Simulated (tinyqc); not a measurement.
# Bloch-Grueneisen resistivity of a metal, step by step

A worked calculation. Computed by tinyqc, a small Python program that keeps every step. Command: `OMP_NUM_THREADS=1 python tinyqc.py 3030137 3030138 out.jsonl bg walk`. One thread of a shared host (Intel(R) Xeon(R) Processor @ 2.30GHz), about 0.01 s of CPU time with the checks. Intermediate numbers are printed to about 6 digits and carried at full precision; extremes and crossings named in words are read from the listed rows.

Electrons scatter from a Debye spectrum of phonons (n = 5 for scattering within one band, n = 3 for scattering into a second, heavy band) and from static defects.

Inputs (values chosen for the exercise, modelled on nickel):

| quantity | value | unit |
|---|---|---|
| exponent n | 5 | - |
| Debye temperature Theta | 399 | K |
| transport coupling lambda_tr | 0.21 | - |
| Drude plasma energy hbar w_p | 5.7 | eV |
| residual resistivity rho_0 | 0.02 | microohm cm |
| temperature T | 295 | K |
| saturation resistivity | 180 | microohm cm |

Addition: saturation.

Constants: k_B = 1.380649e-23 J/K; hbar = 1.054571817e-34 J s; eps_0 = 8.8541878128e-12 F/m; hbar = 6.582119569e-16 eV s; k_B = 8.617333262e-05 eV/K.

## Scale of the phonon resistivity

rho_ph = (n - 1) rho_1 (T/Theta)^n J_n(Theta/T), with rho_1 = 2 pi lambda_tr k_B Theta/(hbar eps_0 w_p^2), the high-temperature line at T = Theta.

rho_1 = 10.3804 microohm cm

## The integral and the phonon part

J_n(y) = int_0^y x^n e^x/(e^x - 1)^2 dx, by 96 Gauss-Legendre points (upper limit at most 60).

Theta/T = 1.35254

J_n = 0.757131

phonon resistivity rho_ph = 6.94527 microohm cm

This is 90.5 % of the straight line rho_1 T/Theta.

## Total resistivity and derived numbers

Parallel-resistor saturation: 1/rho = 1/(rho_0 + rho_ph) + 1/rho_sat. Temperature coefficient (1/rho) d rho/dT by a central difference of +/- 0.5 K; residual ratio rho(295 K)/rho(4.2 K); scattering time tau = 1/(eps_0 w_p^2 rho); Wiedemann-Franz kappa = L_0 T/rho, L_0 = (pi^2/3)(k_B/e)^2.

resistivity rho = 6.70578 microohm cm

temperature coefficient = 3.89297 1e-3/K

residual resistance ratio = 335.315

scattering time = 22.4587 fs

Wiedemann-Franz conductivity = 107.472 W/(m K)

The coefficient is 1.15 times 1/T; it exceeds 1/T because the phonon part, extended linearly, meets zero above T = 0.

## Limits of the phonon part

Low T: (n - 1) n! zeta(n) rho_1 (T/Theta)^n. High T: rho_1 (T/Theta) [1 - (n - 1)/(12 (n + 1)) (Theta/T)^2].

Resistivities (microohm cm):

| T (K) | rho_ph | low-T law | straight line | line with correction | total rho |
|---|---|---|---|---|---|
| 12 | 1.27129e-04 | 1.27129e-04 | 0.3122 | - | 2.01249e-02 |
| 20 | 1.63477e-03 | 1.63489e-03 | 0.5203 | - | 2.16322e-02 |
| 32 | 1.68930e-02 | 1.71430e-02 | 0.8325 | - | 3.68855e-02 |
| 48 | 1.09555e-01 | 1.30180e-01 | 1.2488 | - | 1.29462e-01 |
| 80 | 6.72660e-01 | 1.67412e+00 | 2.0813 | - | 6.90005e-01 |
| 140 | 2.39512e+00 | 2.74775e+01 | 3.6422 | 1.9987 | 2.38315e+00 |
| 200 | 4.20498e+00 | 1.63489e+02 | 5.2032 | 4.0527 | 4.12808e+00 |
| 320 | 7.64598e+00 | 1.71430e+03 | 8.3251 | 7.6060 | 7.35284e+00 |
| 480 | 1.20204e+01 | 1.30180e+04 | 12.4876 | 12.0083 | 1.12855e+01 |
| 800 | 2.05278e+01 | 1.67412e+05 | 20.8127 | 20.5251 | 1.84425e+01 |

The low-T law holds to 10 % up to 32 K, the straight line from 320 K on. The local exponent of rho_ph falls from 5.00 to 1.05. Phonons overtake the residual resistivity between 32.0 and 48.0 K. Saturation lowers the last total by 10.2 %.

Checks made by the program: J_n at large argument against n! zeta(n) (relative difference below 1e-10).
